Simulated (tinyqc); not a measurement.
# Series resistance and length offset from two lengths at two overdrives

Question. In strong inversion R W = Rsd + k(x)(L - dL), k(x) = (1 + th1 x)/(mu0 Cox x), x the overdrive, Cox = eps0 eox/tox, with Rsd and dL independent of x. Find dL, Rsd, mu0 and th1.

Values chosen for this exercise:
- eox = 3.9 (relative permittivity of the gate insulator (close to silicon dioxide))
- tox = 5.4 nm (insulator thickness)

Constants: eps0 = 8.8541878128e-14 F/cm where lengths are in cm. Results are converted to the units shown.

total resistance times width (ohm um):
```
                  L = 0.081 um  L = 0.79 um
overdrive 0.43 V    3527.23819   32580.4265
overdrive 0.93 V    1918.24250   16531.2037
```

Solution. At each overdrive R W is a straight line in L; the two lines cross at L = dL, R W = Rsd. Their slopes give k x = (1 + th1 x)/(mu0 Cox), a straight line in x.

dL = 0.002000 um
Rsd = 290.0 ohm um
mu0 = 96.00 cm^2/(V s)
th1 = 0.1900 1/V

Computed by the program tinyqc: `OMP_NUM_THREADS=1 python tinyqc.py 2210064 2210065 out.jsonl`, one thread of a shared Intel Xeon 2.30GHz, about 0.01 s for the whole run.
